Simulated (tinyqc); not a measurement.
From results back to parameters: Landau levels of a parabolic two-dimensional band. Three cases, with inputs chosen for the exercise.

Problem. The amplitude of Shubnikov-de Haas oscillations carries the factor X/sinh X with X = 2 pi^2 kB T/(hbar wc), hbar wc = 2 muB B_s/m. The ratio of the amplitudes at T2 and T1 was computed from a hidden mass.

Constants: kB = 8.617333262e-05 eV/K; muB = 5.788381798e-05 eV/T.

Case 1.

Values chosen (out of a larger set: near those of a two-dimensional electron gas in InAs; not measured data):
- T1 = 1.6 K (lower temperature)
- T2 = 3.9 K (higher temperature)
- B_s = 0.41 T (field of the oscillation)

A(T2)/A(T1) = 0.203815

Case 2.

Values chosen (out of a larger set: near those of a two-dimensional electron gas in Ge (111); not measured data):
- T1 = 2.1 K (lower temperature)
- T2 = 4 K (higher temperature)
- B_s = 3.09 T (field of the oscillation)

A(T2)/A(T1) = 0.756125

Case 3.

Values chosen (out of a larger set: near those of a two-dimensional electron gas in InGaAs; not measured data):
- T1 = 1.6 K (lower temperature)
- T2 = 2.9 K (higher temperature)
- B_s = 0.91 T (field of the oscillation)

A(T2)/A(T1) = 0.665026

Find: X at T1; m.

Solution. The ratio (T2/T1) sinh(X1)/sinh(X1 T2/T1) falls steadily with X1, so one X1 fits; m = X1 muB B_s/(pi^2 kB T1).

Case 1.

X at T1 = 1.703
m = 0.0297 m0

Case 2.

X at T1 = 0.839
m = 0.0840 m0

Case 3.

X at T1 = 1.116
m = 0.0432 m0

Computed by tinyqc, one run a case: `OMP_NUM_THREADS=1 python tinyqc.py N N+1 out.jsonl` with N = 1282022, 1282197, 1282425; one thread of a shared Intel(R) Xeon(R) Processor @ 2.30GHz, about 0.01 s a run at most.
